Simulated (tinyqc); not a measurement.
Penn model of the dielectric constant and Phillips ionicity: one step. Penn gap from the dielectric constant. Three cases, with inputs chosen for the exercise.

Problem. Start with S = 1 and repeat Eg = Ep sqrt(S/(ei - 1)) until Eg changes by less than 1e-6 eV.

n = 32/a^3; Ep^2 = 8 pi c e2 n with c = hbar^2/2m0, e2 = e^2/(4 pi eps0); EF = c (3 pi^2 n)^(2/3); eps = 1 + (Ep/Eg)^2 S with S = 1 - Eg/(4 EF) + (Eg/(4 EF))^2/3, Eg the Penn gap. Core d shells are left out.

Give: Iterations; Penn gap Eg.

Case 1.

Values chosen (out of a larger set: near those of Si; not measured data): ei = 12.09 (high-frequency dielectric constant).

Ep = 16.52328 eV
EF = 12.38765 eV

Solution.

Iterations:
```
step  Eg in (eV)       S  Eg out (eV)
1         4.9617  0.9032       4.7155
2         4.7155  0.9079       4.7276
3         4.7276  0.9076       4.7270
4         4.7270  0.9076       4.7270
5         4.7270  0.9076       4.7270
6         4.7270  0.9076       4.7270
```

Penn gap Eg = 4.727 eV

The factor S lowers the gap by 0.235 eV from the first estimate. The Penn gap is a mean bonding-antibonding separation, near the main peak of eps2, not the smallest gap.

Case 2.

Values chosen (out of a larger set: near those of AlAs; not measured data): ei = 8.35 (high-frequency dielectric constant).

Ep = 15.57050 eV
EF = 11.44451 eV

Solution.

Iterations:
```
step  Eg in (eV)       S  Eg out (eV)
1         5.7433  0.8798       5.3870
2         5.3870  0.8869       5.4089
3         5.4089  0.8865       5.4075
4         5.4075  0.8865       5.4076
5         5.4076  0.8865       5.4076
6         5.4076  0.8865       5.4076
```

Penn gap Eg = 5.408 eV

The factor S lowers the gap by 0.336 eV from the first estimate. The Penn gap is a mean bonding-antibonding separation, near the main peak of eps2, not the smallest gap.

Case 3.

Values chosen (out of a larger set: near those of AlAs; not measured data): ei = 8.34 (high-frequency dielectric constant).

Ep = 15.62837 eV
EF = 11.50127 eV

Solution.

Iterations:
```
step  Eg in (eV)       S  Eg out (eV)
1         5.7685  0.8799       5.4109
2         5.4109  0.8870       5.4328
3         5.4328  0.8866       5.4315
4         5.4315  0.8866       5.4316
5         5.4316  0.8866       5.4316
6         5.4316  0.8866       5.4316
```

Penn gap Eg = 5.432 eV

The factor S lowers the gap by 0.337 eV from the first estimate. The Penn gap is a mean bonding-antibonding separation, near the main peak of eps2, not the smallest gap.

Computed by tinyqc, one run a case: `OMP_NUM_THREADS=1 python tinyqc.py N N+1 out.jsonl` with N = 1682023, 1682287, 1682488; one thread of a shared Intel(R) Xeon(R) Processor @ 2.30GHz, about 0.01 s a run at most.
